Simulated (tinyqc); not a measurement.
Inside a calculation. Method: plane-wave Kohn-Sham cycle with exchange-only LDA in a layered model solid. One step of it, computed by the program tinyqc.

Question. Iteration 1: potential. V_H(G) = 4 pi rho(G)/G^2 for G != 0 (uniform background); v_x = -(3 rho/pi)^(1/3); V = V_ext + V_H + v_x; Fourier components f(G_m) = (1/N) sum_j f(x_j) exp(-i G_m x_j).

A solid whose potential varies along x alone (atomic units):

| parameter | value |
|---|---|
| period a | 4.900000 |
| cross-section of the cell | 37.000000 |
| electrons per cell | 4 |
| grid points | 16 |
| plane waves -n..n, n | 3 |
| k points | 3 |
| V1 in V1 cos(2 pi x/a) | -0.250000 |
| V2 in V2 cos(4 pi x/a) | 0.040000 |

density at the start, on the grid x_j = j a/N (e/bohr^3): 0.02206288  0.02206288  0.02206288  0.02206288  0.02206288  0.02206288  0.02206288  0.02206288  0.02206288  0.02206288  0.02206288  0.02206288  0.02206288  0.02206288  0.02206288  0.02206288

Give: Potentials on the grid; V(G_m), m = 0, 1, 2, ....

Answer.

Potentials on the grid (hartree):

| x | V_ext | V_H | v_x | V |
|---|---|---|---|---|
| 0.0000 | -0.2100 | 0.0000 | -0.2762 | -0.4862 |
| 0.3063 | -0.2027 | 0.0000 | -0.2762 | -0.4789 |
| 0.6125 | -0.1768 | 0.0000 | -0.2762 | -0.4530 |
| 0.9187 | -0.1240 | 0.0000 | -0.2762 | -0.4001 |
| 1.2250 | -0.0400 | 0.0000 | -0.2762 | -0.3162 |
| 1.5312 | 0.0674 | 0.0000 | -0.2762 | -0.2088 |
| 1.8375 | 0.1768 | 0.0000 | -0.2762 | -0.0994 |
| 2.1437 | 0.2593 | 0.0000 | -0.2762 | -0.0169 |
| 2.4500 | 0.2900 | 0.0000 | -0.2762 | 0.0138 |
| 2.7563 | 0.2593 | 0.0000 | -0.2762 | -0.0169 |
| 3.0625 | 0.1768 | 0.0000 | -0.2762 | -0.0994 |
| 3.3687 | 0.0674 | 0.0000 | -0.2762 | -0.2088 |
| 3.6750 | -0.0400 | 0.0000 | -0.2762 | -0.3162 |
| 3.9813 | -0.1240 | 0.0000 | -0.2762 | -0.4001 |
| 4.2875 | -0.1768 | 0.0000 | -0.2762 | -0.4530 |
| 4.5938 | -0.2027 | 0.0000 | -0.2762 | -0.4789 |

V(G_m), m = 0, 1, 2, ... (hartree): -0.2762  -0.1250  0.0200  0.0000  0.0000  0.0000  0.0000
